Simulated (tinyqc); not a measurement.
What moves the results: type-II superlattice in the two-band Kane model. A value that a table varies takes the place of the one given here.

Motion along the axis, period d = a + b, c = hbar^2/2m0. Conduction and light-hole bands couple: (E - Ec)(E - Ev) = Ep c k^2 in each layer, with mass m(E) = (E - Ev)/Ep, which may be negative. The conduction envelope psi and psi'/m(E) are continuous; a layer carries them by [[cos kt, (m/k) sin kt], [-(k/m) sin kt, cos kt]] (cosh and sinh for k^2 < 0), and cos(q d) = tr(M_B M_A)/2. C1 is the first miniband above EvB, with its bottom at tr/2 = +1 and its top at -1; the gap is the bottom of C1 less the top heavy-hole level HH1.

Heavy holes are uncoupled: with e = EvB - E, p = sqrt(mhB e/c), w = sqrt(mhA (EvB - EvA - e)/c), the top level HH1 at q = 0 solves (p/mhB) tan(p b/2) = (w/mhA) tanh(w a/2).

Constants: hbar^2/2m0 = 3.80998211 eV angstrom^2; hc = 1239.841984 eV nm.

Values chosen for the exercise (near those of an InAs/GaSb superlattice; not measured data): b = 55 angstrom (layer B); EcA = 0 eV (conduction edge of A); EvA = -0.411 eV (valence edge of A); EcB = 0.959 eV (conduction edge of B); EvB = 0.134 eV (valence edge of B); EpA = 14.3 eV (coupling energy in A); EpB = 18 eV (coupling energy in B); mhA = 0.35 m0 (heavy hole in A); mhB = 0.26 m0 (heavy hole in B); As = (21, 27, 38, 44, 53, 66, 74) angstrom (widths of layer A); a = 27 angstrom (layer A).

## Width of layer A

Bottom of C1 (tr/2 = +1, above EvB), HH1, the gap and hc/gap; widths at which C1 no longer starts above EvB are left out.

Results:

| a (angstrom) | C1 (eV) | HH1 (eV) | gap (meV) | cut-off (micrometre) |
|---|---|---|---|---|
| 21 | 0.5067 | 0.1021 | 404.6 | 3.06 |
| 27 | 0.4197 | 0.1019 | 317.8 | 3.90 |
| 38 | 0.3084 | 0.1019 | 206.6 | 6.00 |
| 44 | 0.2653 | 0.1019 | 163.4 | 7.59 |
| 53 | 0.2155 | 0.1019 | 113.7 | 10.91 |
| 66 | 0.1647 | 0.1019 | 62.8 | 19.73 |
| 74 | 0.1416 | 0.1019 | 39.8 | 31.17 |

From a = 21 to 74 angstrom C1 falls by 365 meV while HH1 moves by -0.2 meV, so layer A tunes the gap, from 405 to 40 meV. The cut-off shifts by 0.140 micrometre per angstrom at the thin end and 1.430 at the thick end: long wavelengths need tight control of the thickness.

## One band or two

Bottom of C1. One band: (k/mA) tan(k a/2) = (kappa/mB) tanh(kappa b/2) with the edge masses (Ec - Ev)/Ep and barrier EcB - EcA. Second row: mA replaced by m(E). The last column is measured against two bands.

Results:

| model | C1 (eV) | gap (meV) | error (meV) |
|---|---|---|---|
| one band, edge masses | 0.3999 | 298.0 | -19.7 |
| m(E) in A only | 0.3519 | 250.0 | -67.8 |
| two bands | 0.4197 | 317.8 | 0.0 |

mA = 0.0287 m0
mB = 0.0458 m0

With edge masses C1 errs by -20 meV, 6 % of the gap. The heavier m(E) in A changes it by -48 meV; the treatment of B changes it by +68 meV, since C1 lies 286 meV above the valence edge of B, where its mass is 0.0159 instead of 0.0458.

## What each parameter does

Bottom and width of C1, HH1 and the gap. Each row changes one parameter from the base and keeps the others.

Results:

| case | C1 (eV) | width (meV) | HH1 (eV) | gap (meV) |
|---|---|---|---|---|
| base | 0.4197 | 35.6 | 0.1019 | 317.8 |
| a = 24 angstrom | 0.4603 | 38.5 | 0.1020 | 358.3 |
| b = 52 angstrom | 0.4167 | 41.1 | 0.0988 | 317.8 |
| EvB = 0.114 eV | 0.4169 | 33.4 | 0.0821 | 334.7 |
| EcB = 1.009 eV | 0.4277 | 31.1 | 0.1019 | 325.8 |
| EvA = -0.441 eV | 0.4159 | 35.1 | 0.1016 | 314.3 |
| EpA = 15.4 eV | 0.4273 | 36.9 | 0.1019 | 325.4 |
| mhB = 0.3 m0 | 0.4197 | 35.6 | 0.1048 | 314.9 |

The largest shifts from the base row, up to three for each result and ties (the steps differ in size, so this ranks the rows, not the parameters). C1 (eV): a +0.0406, EcB +0.0081, EpA +0.0076; unchanged at the printed digits by mhB. width (meV): b +5.6, EcB -4.4, a +3.0; unchanged at the printed digits by mhB. HH1 (eV): EvB -0.0198, b -0.0031, mhB +0.0029; unchanged at the printed digits by EcB and EpA. gap (meV): a +40.5, EvB +17.0, EcB +8.1; unchanged at the printed digits by b.

Computed by tinyqc, a small Python program: `OMP_NUM_THREADS=1 python tinyqc.py 1281533 1281534 out.jsonl` (the numbers bound the seed that draws the inputs); one thread of a shared host (Intel(R) Xeon(R) Processor @ 2.30GHz), about 0.06 s for the whole set of steps.
